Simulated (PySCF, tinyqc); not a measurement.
Inside a calculation. Method: CIS on RHF in the sto-3g basis, for BeH+, spin multiplicity 1. The lowest restricted solution is unstable here: a spin-polarised one lies 0.0259 hartree lower (PySCF). One step of it, computed by the program tinyqc.

Task: CIS matrix, singlets. A(ia,jb) = (e_a - e_i) d_ij d_ab + 2 (ia|jb) - (ij|ab).

orbital energies (hartree): MO1 -4.972533, MO2 -0.613770, MO3 -0.248628, MO4 -0.113346, MO5 -0.113346, MO6 0.032567

Two-electron integrals over orbitals (pq|rs), unique and non-zero (hartree):
```
(11|11) 2.275908    (21|11) -0.179474   (21|21) 0.023197    (22|11) 0.445712
(22|21) -0.002584   (22|22) 0.424050    (31|11) -0.169090   (31|21) 0.018880
(31|22) -0.012067   (31|31) 0.024460    (32|11) 0.100856    (32|21) -0.005819
(32|22) -0.059331   (32|31) 0.000978    (32|32) 0.083901    (33|11) 0.492884
(33|21) -0.009499   (33|22) 0.335851    (33|31) 0.001023    (33|32) 0.020228
(33|33) 0.399911    (41|41) 0.015576    (42|41) 0.014777    (42|42) 0.048313
(43|41) 0.013542    (43|42) 0.036878    (43|43) 0.045428    (44|11) 0.569241
(44|21) -0.006261   (44|22) 0.342782    (44|31) -0.005951   (44|32) 0.054909
(44|33) 0.364934    (44|44) 0.449859    (51|51) 0.015576    (52|51) 0.014777
(52|52) 0.048313    (53|51) 0.013542    (53|52) 0.036878    (53|53) 0.045428
(54|54) 0.024249    (55|11) 0.569241    (55|21) -0.006261   (55|22) 0.342782
(55|31) -0.005951   (55|32) 0.054909    (55|33) 0.364934    (55|44) 0.401360
(55|55) 0.449859    (61|11) -0.065589   (61|21) 0.011536    (61|22) 0.008162
(61|31) 0.000562    (61|32) -0.008076   (61|33) -0.012683   (61|44) -0.001742
(61|55) -0.001742   (61|61) 0.014321    (62|11) 0.128778    (62|21) -0.000696
(62|22) -0.003864   (62|31) -0.008630   (62|32) 0.059589    (62|33) -0.011260
(62|44) 0.069282    (62|55) 0.069282    (62|61) 0.007215    (62|62) 0.108958
(63|11) -0.092596   (63|21) 0.003505    (63|22) 0.055844    (63|31) -0.004728
(63|32) -0.082115   (63|33) -0.034637   (63|44) -0.048244   (63|55) -0.048244
(63|61) 0.008933    (63|62) -0.062055   (63|63) 0.099330    (64|41) 0.005607
(64|42) 0.021768    (64|43) 0.003808    (64|64) 0.020790    (65|51) 0.005607
(65|52) 0.021768    (65|53) 0.003808    (65|65) 0.020790    (66|11) 0.479097
(66|21) -0.002812   (66|22) 0.429488    (66|31) -0.010518   (66|32) -0.060064
(66|33) 0.366255    (66|44) 0.348808    (66|55) 0.348808    (66|61) 0.006628
(66|62) -0.020563   (66|63) 0.051861    (66|66) 0.459694
```

Give: CIS matrix A, singlet.

Result:

CIS matrix A, singlet (hartree), lower triangle:
```
         1>3     1>4     1>5      1>6     2>3     2>4     2>5     2>6
1>3   4.2799
1>4   0.0000  4.3211
1>5   0.0000  0.0000  4.3211
1>6   0.0937  0.0000  0.0000   4.5546
2>3   0.0115  0.0000  0.0000  -0.0197  0.1971
2>4   0.0000  0.0358  0.0000   0.0000  0.0000  0.2543
2>5   0.0000  0.0000  0.0358   0.0000  0.0000  0.0000  0.2543
2>6  -0.0208  0.0000  0.0000   0.0172  0.0633  0.0000  0.0000  0.4348
```
